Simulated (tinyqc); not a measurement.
Inside a calculation (part 2 of 2). Method: coupled-perturbed Hartree-Fock on RHF in the sto-6g basis, for BeH2, spin multiplicity 1. Computed by tinyqc, a small Python program that keeps every step (integrals from PySCF). Command: `OMP_NUM_THREADS=1 python tinyqc.py 23751 23752 out.jsonl` (the two numbers bound the seeds that draw the settings). One thread of a shared host (Intel(R) Xeon(R) Processor @ 2.60GHz), about 0.2 s of CPU time with the checks.

Geometry (angstrom):
```
atom         x          y         z
Be    0.000000   0.000000  0.000000
H     0.000000   1.484000  0.000000
H     0.000000  -1.550000  0.000000
```

## Coupled polarisability

Repeat until U stops changing; compare with -d2E/dF2.

Course of the coupled iterations:
```
step  alpha (bohr^3)
0           5.811934
1           7.743935
2           8.396258
3           8.617605
4           8.692835
5           8.718421
6           8.727126
7           8.730089
8           8.731098
9           8.731442
10          8.731560
11          8.731600
12          8.731613
13          8.731618
14          8.731620
15          8.731620
16          8.731621
17          8.731621
18          8.731621
19          8.731621
20          8.731621
21          8.731621
22          8.731621
```

coupled polarisability = 8.731621 bohr^3

finite-field check, fields of +/-0.001 au = 8.731588 bohr^3
